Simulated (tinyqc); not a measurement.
# Metal-interlayer-semiconductor contact, depinning against tunnelling resistance: two studies

Zero bias, n-type semiconductor. Gap states at the semiconductor surface thin out as exp(-be ti), which unpins the barrier; electrons must then cross the interlayer (a rectangular barrier, no voltage drop across it) and the parabolic depleted layer, both by WKB. Energies E are counted from the Fermi level; no image force, parabolic bands.

Parameters, values chosen for the exercise; semiconductor values close to those of germanium; interlayer mass of the order of that in strontium titanate, offset chosen freely:
- T = 300 K (temperature)
- Eg = 0.684 eV (band gap)
- eps_r = 16.1 (relative permittivity)
- chi = 4.15 eV (electron affinity)
- Nc = 1.04e19 cm^-3 (conduction-band density of states at T)
- mt = 0.123 m0 (tunnelling mass in the semiconductor)
- mA = 1.07 m0 (Richardson mass)
- Nd = 5.8e19 cm^-3 (donor density)
- E0 = 0.091 eV (charge-neutrality level above the valence band)
- S0 = 0.051 (pinning factor without interlayer)
- phiM = 4.35 eV (metal work function)
- ti = 0.9 nm (interlayer thickness)
- dE = 0.24 eV (conduction-band offset of the interlayer above the semiconductor)
- mi = 0.58 m0 (tunnelling mass in the interlayer)
- be = 5.5 1/nm (decay constant of gap states through the interlayer)

Constants: q = 1.602176634e-19 C, kB = 1.380649e-23 J/K, eps0 = 8.8541878128e-12 F/m, hbar = 1.054571817e-34 J s, h = 6.62607015e-34 J s, m0 = 9.1093837015e-31 kg, Vt = kB T/q, hbar^2/(2 m0) = 0.0380998212 eV nm^2. Results are converted to the units shown.

Each table varies one quantity; the others keep the values above.

## Contact resistivity against the interlayer thickness

S = 1/(1 + (1/S0 - 1) exp(-be ti)); phiB = S (phiM - chi) + (1 - S)(Eg - E0); xi = Ec - EF deep inside, from Nd = Nc F(-xi/Vt), F(x) = (2/sqrt(pi)) int_0^infinity sqrt(u) du/(1 + exp(u - x)); band bending U = phiB - xi; E00 = (hbar/2) sqrt(Nd/(eps0 eps_r mt m0)) in volts; A = 4 pi q mA m0 kB^2/h^3. With U = phiB - xi: for xi < E < phiB, y = (E - xi)/U and G1 = (U/E00) [sqrt(1 - y) - y ln((1 + sqrt(1 - y))/sqrt(y))], G1 = 0 above phiB; G2 = 2 ti sqrt(mi max(phiB + dE - E, 0)/C), C = hbar^2/(2 m0); f = 1/(1 + exp(E/Vt)); 1/rho_c = (A T^2/Vt^2) times the integral of exp(-G1 - G2) f over E from xi upwards. Shares under 0.001 % are printed as 0; rows without band bending are left out.

The same in every row: E00/Vt = 3.89.

Contact resistivity against the interlayer thickness:

| ti (nm) | S | phiB (eV) | rho_c (ohm cm^2) | rho_c with G2 = 0 (ohm cm^2) | peak of the integrand (eV) | share above phiB (%) |
|---|---|---|---|---|---|---|
| 0 | 0.0510 | 0.573 | 9.29e-8 | 9.29e-8 | -0.00685 | 0 |
| 0.2 | 0.139 | 0.538 | 2.67e-7 | 6.76e-8 | -0.00547 | 0 |
| 0.4 | 0.327 | 0.465 | 4.70e-7 | 3.45e-8 | -0.00477 | 0 |
| 0.6 | 0.593 | 0.360 | 5.02e-7 | 1.35e-8 | -0.00474 | 0.00235 |
| 0.8 | 0.814 | 0.273 | 5.46e-7 | 6.28e-9 | -0.00444 | 0.0362 |
| 1 | 0.929 | 0.228 | 8.79e-7 | 4.26e-9 | -0.00311 | 0.166 |
| 1.2 | 0.975 | 0.210 | 1.92e-6 | 3.66e-9 | -9.60e-4 | 0.363 |
| 1.4 | 0.992 | 0.203 | 4.84e-6 | 3.47e-9 | 0.00158 | 0.589 |
| 1.6 | 0.997 | 0.201 | 1.29e-5 | 3.40e-9 | 0.00429 | 0.869 |

Read the table: what changes, and by how much?

As ti goes from 0 to 1.6, phiB falls from 0.573 to 0.201 eV and rho_c rises from 9.29e-8 to 1.29e-5 ohm cm^2. No thickness listed beats the bare contact: tunnelling through the layer costs more than the change of the barrier gains. The ratio of rho_c to its value with G2 = 0 runs from 1.00 to 3780.

## Contact resistivity against the metal work function

Same model as above.

The same in every row: S = 0.884; E00/Vt = 3.89.

Contact resistivity against the metal work function:

| phiM (eV) | phiB (eV) | rho_c (ohm cm^2) | rho_c with G2 = 0 (ohm cm^2) | peak of the integrand (eV) | share above phiB (%) |
|---|---|---|---|---|---|
| 4.05 | -0.0193 | 2.26e-8 | 7.29e-10 | -0.0263 | 50.0 |
| 4.25 | 0.157 | 2.02e-7 | 2.38e-9 | -0.00687 | 0.824 |
| 4.45 | 0.334 | 2.15e-6 | 1.07e-8 | -0.00178 | 0.00944 |
| 4.65 | 0.511 | 2.23e-5 | 5.26e-8 | 0.00131 | 0 |
| 4.85 | 0.688 | 2.22e-4 | 2.68e-7 | 0.00357 | 0 |
| 5.05 | 0.864 | 0.00213 | 1.40e-6 | 0.00540 | 0 |
| 5.25 | 1.04 | 0.0199 | 7.43e-6 | 0.00693 | 0 |

What does the table show?

As phiM goes from 4.05 to 5.25, phiB rises from -0.0193 to 1.04 eV and rho_c rises from 2.26e-8 to 0.0199 ohm cm^2. The ratio of rho_c to its value with G2 = 0 runs from 31.1 to 2680.

Numbers from tinyqc (`OMP_NUM_THREADS=1 python tinyqc.py 2270110 2270111 out.jsonl`; about 0.04 s on one thread of a shared Intel Xeon 2.30GHz).
